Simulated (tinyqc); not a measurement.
Inside a calculation: bond unit of a tetrahedral oxide and its oxygen vacancy in tight binding. Values are carried at full precision from step to step, so a last printed digit may differ when a step is redone from the rounded ones.

Two sp3 hybrids h1, h2 at eh = (es + 3 ep)/4 point at one oxygen with orbitals s, px, py, pz; x joins the two cations, z bisects the angle phi, and th = (180 - phi)/2. With u = hbar^2/(m d^2) = 2c/d^2, c = hbar^2/2m0: Vhs = -(1.32 + sqrt3 x 1.42) u/2 and Vhp = (1.42 + sqrt3 x 2.22) u/2. <h|s> = Vhs for both; <h1|px> = Vhp cos(th), <h2|px> = -Vhp cos(th); <h|pz> = Vhp sin(th) for both; py is a lone pair. The unit holds 8 electrons. Coupling between units, which widens the levels into bands, is left out.

Constants: hbar^2/2m0 = 3.80998211 eV angstrom^2.

Values chosen for the exercise (near tabulated values for SiO2; not measured data):

| symbol | value | unit | meaning |
|---|---|---|---|
| es | -14.98 | eV | s level of the cation |
| ep | -7.47 | eV | p level of the cation |
| eos | -34.37 | eV | s level of oxygen |
| eop | -16.53 | eV | p level of oxygen |
| d | 1.61 | angstrom | cation-oxygen distance |
| phi | 130 | degrees | bond angle at oxygen |
| R | 2.63 | angstrom | cation-cation distance across the vacancy |

## Level and couplings

Form eh, u, Vhs, Vhp and th.

eh (hybrid level) = -9.3475 eV
u = 2.9397 eV

Vhs, Vhp (eV): -5.5553  7.7390

th = 25.0 degrees

## The matrix

Fill it in.

H (eV):
```
         h1       h2         s        px        py        pz
h1  -9.3475        0   -5.5553    7.0139         0    3.2706
h2        0  -9.3475   -5.5553   -7.0139         0    3.2706
s   -5.5553  -5.5553  -34.3700         0         0         0
px   7.0139  -7.0139         0  -16.5300         0         0
py        0        0         0         0  -16.5300         0
pz   3.2706   3.2706         0         0         0  -16.5300
```

## Levels, weights and charge

Diagonalise; the four lowest levels are filled. The excess of electrons on oxygen is twice the oxygen weight of the filled levels less 6.

levels (eV): -36.7161  -23.4880  -18.2160  -16.5300  -5.3154  -2.3895

weights:
```
    level 1  level 2  level 3  level 4  level 5  level 6
h1    0.041    0.165    0.057    0.000    0.402    0.335
h2    0.041    0.165    0.057    0.000    0.402    0.335
s     0.914    0.000    0.027    0.000    0.059    0.000
px    0.000    0.670    0.000    0.000    0.000    0.330
py    0.000    0.000    0.000    1.000    0.000    0.000
pz    0.004    0.000    0.859    0.000    0.137    0.000
```

highest filled to lowest empty = 11.2146 eV
excess electrons on oxygen = 0.949

The highest filled level is the py orbital of oxygen (100 %) and the lowest empty one is 80 % cation hybrid, even under exchange of the two cations. The spacing is that of an isolated unit and exceeds the gap of the solid.

## The odd block in closed form

The combination (h1 - h2)/sqrt2 couples to px alone, with W2 = sqrt2 Vhp cos(th); W3 = (eh - eop)/2; levels (eh + eop)/2 -/+ sqrt(W2^2 + W3^2); polarity W3/sqrt(W2^2 + W3^2).

W2, W3 (eV): 9.9191  3.5913

levels of the odd block (eV): -23.4880  -2.3895

polarity = 0.3404

## The neutral oxygen vacancy

Without the oxygen the two hybrids face each other at distance R and couple by -V2, V2 = 3.22 x 2c/R^2, c = hbar^2/2m0: a bond at eh - V2 with two electrons and an antibond at eh + V2. Levels are measured from eop, the lone-pair level that stands for the top of the valence band.

Form V2 and the two levels above eop. R is a chosen distance; in real silica the neutral vacancy relaxes to about 2.5 angstrom.

V2 = 3.5473 eV

levels above eop (eV): bond 3.6352, lone hybrid 7.1825, antibond 10.7298

bond-antibond splitting = 7.0946 eV

The filled bond lies 3.64 eV above the lone pairs, so it can trap a hole; the antibond lies below the lowest empty level of the intact unit (11.21 eV). A lone hybrid, as in a dangling bond, sits at 7.18 eV.

## Checks

- Levels of the odd block against the full matrix: they agree to 1e-10 or better.

Program tinyqc; command `OMP_NUM_THREADS=1 python tinyqc.py 1451511 1451512 out.jsonl`; about 0.01 s on one thread of a shared Intel(R) Xeon(R) Processor @ 2.30GHz.
